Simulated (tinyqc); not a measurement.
Inside a calculation. Method: RHF in the sto-6g basis, for H6, spin multiplicity 1. One step of it, computed by the program tinyqc.

Task: Iteration 3: DIIS coefficients. Solve [B -1; -1 0][c; lambda] = [0; -1] for the coefficients, which sum to one.

B (overlaps of the stored error matrices):
```
               1              2
1  2.5695219e-01  3.4500337e-02
2  3.4500337e-02  7.2203903e-03
```

Give: DIIS coefficients.

Result:

DIIS coefficients: -0.1398  1.1398
